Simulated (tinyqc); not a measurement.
Charge pumping in an n-channel transistor: two steps of the calculation.

The gate is pulsed from accumulation to inversion and back. Energies E are counted from the intrinsic level; Dit(E) = D0 [1 + b (2 E/Eg)^2]. During each edge the traps near the bands emit their carriers, and those between Eh and Ee recombine once a cycle.

Inputs (values chosen for the exercise); band and dielectric values close to those of silicon: temperature T = 300 K; band gap Eg = 1.11 eV; conduction-band density of states at 300 K Nc = 2.78e19 cm^-3; valence-band density of states at 300 K Nv = 2.67e19 cm^-3; gate area A = 0.69 um^2; trap density at midgap D0 = 1.3e11 cm^-2 eV^-1; rise of the trap density towards the band edges b = 0; cross-section for electrons sn = 1.3e-15 cm^2; cross-section for holes sp = 2e-15 cm^2; thermal velocity at 300 K, one nominal value for electrons and holes vth = 1.3e7 cm/s; Vth - Vfb dV = 0.95 V; pulse height Va = 3.2 V; frequency f = 2e5 Hz; rise time tr = 210 ns; fall time tf = 440 ns.

Constants: q = 1.602176634e-19 C, kB = 1.380649e-23 J/K, Vt = kB T/q. Results are converted to the units shown.

Question 1. Emission levels. ni = sqrt(Nc Nv) exp(-Eg/(2 Vt)), Eg in volts; emission times te = (dV/Va) tf and th = (dV/Va) tr; Ee = -Vt ln(vth sn ni te), Eh = +Vt ln(vth sp ni th).

Wanted: ni; te; th; Ee; Eh.

Answer 1.

ni = 1.2933e10 cm^-3
te = 130.62 ns
th = 62.344 ns
Ee = 0.27051 eV
Eh = -0.27850 eV

The window covers 49.5 % of the gap.

Question 2. Pumped charge and current. Nit = integral of Dit from Eh to Ee = D0 [Ee - Eh + 4 b (Ee^3 - Eh^3)/(3 Eg^2)], Qcp = q A Nit, Icp = f Qcp.

Ee = 0.27051182 eV
Eh = -0.27849710 eV

Find: Nit; mean Dit; traps pumped a cycle; Icp.

Answer 2.

Nit = 7.137e10 cm^-2
mean Dit = 1.300e11 cm^-2 eV^-1
traps pumped a cycle = 492.5
Icp = 15.78 pA

Range of the model: The Fermi levels of inversion and accumulation are taken to lie beyond Ee and Eh, the flat tops to fill all traps, and no geometric current is added.

tinyqc, about 0.01 s, one thread, Intel Xeon 2.30GHz (shared host): `OMP_NUM_THREADS=1 python tinyqc.py 2030006 2030007 out.jsonl`
